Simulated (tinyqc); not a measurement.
# Changing the mass of the ion at fixed atomic number

Model: ion implantation: universal nuclear stopping, Lindhard-Scharff electronic stopping and a Gaussian range profile. Computed by tinyqc, a small Python program. Command: `OMP_NUM_THREADS=1 python tinyqc.py 3006544 3006545 out.jsonl implant sweep`. One thread of a shared host (Intel(R) Xeon(R) Processor @ 2.30GHz), about 0.3 s of CPU time with the checks.

An ion slows by elastic collisions with screened nuclei and by friction with electrons; channelling is ignored and the target is uniform.

Inputs (values chosen for the exercise, modelled on antimony ions in silicon):
```
quantity                               value    unit
ion atomic number Z1                      51       -
target atomic number Z2                   14       -
target mass M2                         28.09       u
target density N                       49.94  1/nm^3
ion energy E                              11     keV
scale factor of electronic stopping k    1.4       -
```

Method:
- Reduced energy eps = 32.53 M2 E/(Z1 Z2 (M1 + M2)(Z1^0.23 + Z2^0.23)), E in keV; s_n = ln(1 + 1.1383 eps)/(2 (eps + 0.01321 eps^0.21226 + 0.19593 eps^0.5)) for eps up to 30 and ln(eps)/(2 eps) above; S_n = 8.462 Z1 Z2 M1 s_n/((M1 + M2)(Z1^0.23 + Z2^0.23)) in 1e-15 eV cm^2.
- S_e = k 3.83 Z1^(7/6) Z2/(Z1^(2/3) + Z2^(2/3))^(3/2) sqrt(E/M1) in 1e-15 eV cm^2, E in keV.
- Path length R = int_0^E dE'/(N (S_n + S_e)); energy lost to nuclei nu = int_0^E S_n/(S_n + S_e) dE' (both with E' = E y^3 and 64 Gauss-Legendre points in y).
- Estimates of Lindhard type: R_p = R/(1 + M2/(3 M1)), straggle dR_p = (2/3) R_p sqrt(M1 M2)/(M1 + M2).

One run for each value:
```
ion mass M1 (u)  projected range R_p (nm)  path length R (nm)  straggle dR_p (nm)  energy lost to nuclei nu (keV)
60.5                               11.964              13.815              3.7115                           9.732
76.2                               12.488              14.022              3.6933                           9.865
96.0                               13.157              14.440              3.6705                           9.969
121.0                              13.994              15.077              3.6482                          10.052
152.0                              15.007              15.931              3.6300                          10.116
192.0                              16.262              17.055              3.6176                          10.168
242.0                              17.754              18.441              3.6132                          10.208
```

Over the rows, projected range R_p (nm) rises from 12.0 to 17.8 (exponent d ln y / d ln x 0.19 between the first rows and 0.38 between the last); path length R (nm) rises from 13.8 to 18.4 (exponent d ln y / d ln x 0.064 between the first rows and 0.34 between the last); straggle dR_p (nm) falls from 3.71 to 3.61 (exponent d ln y / d ln x -0.021 between the first rows and -0.0053 between the last). R_p/R goes from 0.87 to 0.96: a heavier ion is deflected less. The masses are formal and span far more than real isotopes.
